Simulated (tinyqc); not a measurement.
Landau-Devonshire theory of a uniaxial ferroelectric: one step, computed by the program tinyqc. Command: `OMP_NUM_THREADS=1 python tinyqc.py 3005580 3005581 out.jsonl ferro walk`. One thread of a shared host (Intel(R) Xeon(R) Processor @ 2.30GHz), about 0.01 s of CPU time with the checks.

G(P) = (alpha/2) P^2 + (beta*/4) P^4 + (gamma/6) P^6 - E P per volume, SI units, one domain, P along the polar axis, which is normal to the film.

Task: A capacitor with imperfect screening. Between shorted electrodes with screening length lambda each, the depolarising field is -k P, k = 2 lambda/(eps_0 (d + 2 lambda eps_b)), so alpha turns into alpha + k. Ps^2 = [-beta* + sqrt(beta*^2 - 4 alpha gamma)]/(2 gamma). The polar state is the lowest uniform state while alpha + k < 0 (beta* > 0) or < 3 beta*^2/(16 gamma) (beta* < 0); setting the equality gives the critical thickness d_c.

Inputs (values chosen for the exercise, modelled on barium titanate):

| quantity | value | unit |
|---|---|---|
| Curie-Weiss temperature T0 | 381 | K |
| gamma | 1.73e+10 | J m^9/C^6 |
| temperature T | 368 | K |
| film thickness d | 5.5 | nm |
| screening length lambda | 0.0052 | nm |
| background permittivity eps_b | 8 | - |

Sample: epitaxial film.

alpha = -3.005737e+08 J m/C^2

beta* = 4.737143e+08 J m^5/C^4

Constants: eps_0 = 8.8541878128e-12 F/m.

Give: depolarising coefficient k; polarisation of the film; size of the depolarising field; critical thickness d_c.

Result:

depolarising coefficient k = 2.104e+08 J m/C^2

polarisation of the film = 24.45 microcoulomb/cm^2

size of the depolarising field = 51.45 MV/m

critical thickness d_c = 3.825 nm
